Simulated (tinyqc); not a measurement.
What moves the results: shallow acceptor in the spherical four-band model. A value that a table varies takes the place of the one given here.

The ground state 1S3/2 has an L = 0 part f(r) and an L = 2 part g(r). In units of Ry* and a*, with Gaussians f_i = exp(-a_i r^2), g_i = r^2 exp(-a_i r^2), A = a_i + a_j and I(n) = Gamma((n + 1)/2)/(2 A^((n + 1)/2)): S_ff = I(2), S_gg = I(6), H_ff = (6 a_i a_j/A) I(2) - 2 I(1), H_gg = (14 a_i a_j/A) I(6) - 2 I(5), H_fg = -mu [15 I(2) - 20 a_j I(4) + 4 a_j^2 I(6)]; each function is then normalised. The split-off band is left out.

Converged values use 22 exponents 2.2^i, i = -7 to 14, for f and for g.

Units Ry* = Ry/(g1 eps^2) and a* = a0 eps g1; mu = (6 g3 + 4 g2)/(5 g1) is the spherical heavy-light coupling and delta = (g3 - g2)/g1 the cubic term, which is left out.

Constants: Ry = 13.60569312 eV; a0 (Bohr radius) = 0.5291772105 angstrom.

Parameters, chosen for this exercise (near those of a shallow acceptor in GaAs; the results hold for these values, not for the real material):
```
symbol  value                                     unit      meaning
mus     (0.11, 0.35, 0.5, 0.6, 0.71, 0.84, 0.92)            couplings
rc      2.1                                       angstrom  radius of the central cell
Vs      (3, 1, 0, -1, -2, -3, -4)                 eV        central-cell strengths
g1      6.91                                                Luttinger gamma1
g2      2.08                                                gamma2
g3      2.96                                                gamma3
eps     13.6                                                dielectric constant
```

## Strength of the heavy-light coupling

Ry* = 10.6455 meV

Converged values in Ry* and a*; the heavy-mass hydrogen model gives 1/(1 - mu).

Results:
```
mu    binding (Ry*)  1/(1 - mu)  ratio  L = 2 weight  <r> (a*)  binding (meV)
0.11          1.011       1.124  0.900         0.005     1.486           10.8
0.35          1.125       1.538  0.731         0.053     1.358           12.0
0.50          1.299       2.000  0.649         0.110     1.200           13.8
0.60          1.503       2.500  0.601         0.161     1.056           16.0
0.71          1.906       3.448  0.553         0.230     0.853           20.3
0.84          3.126       6.250  0.500         0.332     0.541           33.3
0.92          5.863      12.500  0.469         0.408     0.298           62.4
```

What can be read from the table?

The binding starts as 1 + O(mu^2), 1.011 at mu = 0.11, since the coupling enters in second order, and reaches 5.86 at mu = 0.92. The ratio to the heavy-mass model falls from 0.90 to 0.47, towards about 0.44 as mu goes to 1: the bound hole is only partly heavy. The L = 2 weight grows to 0.41 and the radius shrinks by a factor 5.0.

## Central-cell correction

mu = 0.75485
a* = 49.730 angstrom

A short-range term V exp(-r^2/rc^2) is added (negative: attracts the hole); its elements are V S (A/(A + 1/rc^2))^(3/2) for f and ^(7/2) for g, in the same units.

Results:
```
V (eV)  1S binding (meV)  2S binding (meV)  <r> (angstrom)  L = 2 weight
3.0                 20.7              6.54            41.9         0.258
1.0                 22.1              6.73            39.4         0.261
0.0                 23.2              6.88            37.6         0.263
-1.0                24.9              7.09            35.1         0.265
-2.0                27.7              7.41            31.8         0.269
-3.0                32.8              7.92            27.1         0.274
-4.0                43.5              8.74            21.3         0.280
```

What does this show, and why?

From V = 0 to -4 eV the 1S binding grows by 20.3 meV (87 %) and the 2S binding by 1.86 meV, so the chemical shift sits mainly in the ground state. A repulsion of 3 eV removes 2.5 meV. The slope is 10.68 meV per eV over the last step against 0.82 on the repulsive side, since attraction pulls the state into the cell: the route from a shallow to a deep level.

## What each parameter does

Converged values. Each row changes one parameter from the base and keeps the others.

Results:
```
case           mu  Ry* (meV)  binding (meV)  <r> (angstrom)
base        0.755      10.65          23.20            37.6
g1 = 7.46   0.699       9.86          18.27            47.0
g2 = 1.77   0.719      10.65          20.80            41.5
g3 = 2.72   0.713      10.65          20.47            42.1
eps = 12.5  0.755      12.60          27.46            34.5
```

How do the results move?

The largest shifts from the base row, up to three for each result and ties (the steps differ in size, so this ranks the rows, not the parameters). mu: g1 -0.056, g3 -0.042, g2 -0.036; unchanged at the printed digits by eps. Ry* (meV): eps +1.96, g1 -0.78; unchanged at the printed digits by g2 and g3. binding (meV): g1 -4.93, eps +4.26, g3 -2.73. <r> (angstrom): g1 +9.4, g3 +4.5, g2 +3.9. g1 acts twice: it lowers Ry* and it lowers mu.

Computed by tinyqc, a small Python program: `OMP_NUM_THREADS=1 python tinyqc.py 1282774 1282775 out.jsonl` (the numbers bound the seed that draws the inputs); one thread of a shared host (Intel(R) Xeon(R) Processor @ 2.30GHz), about 0.05 s for the whole set of steps.
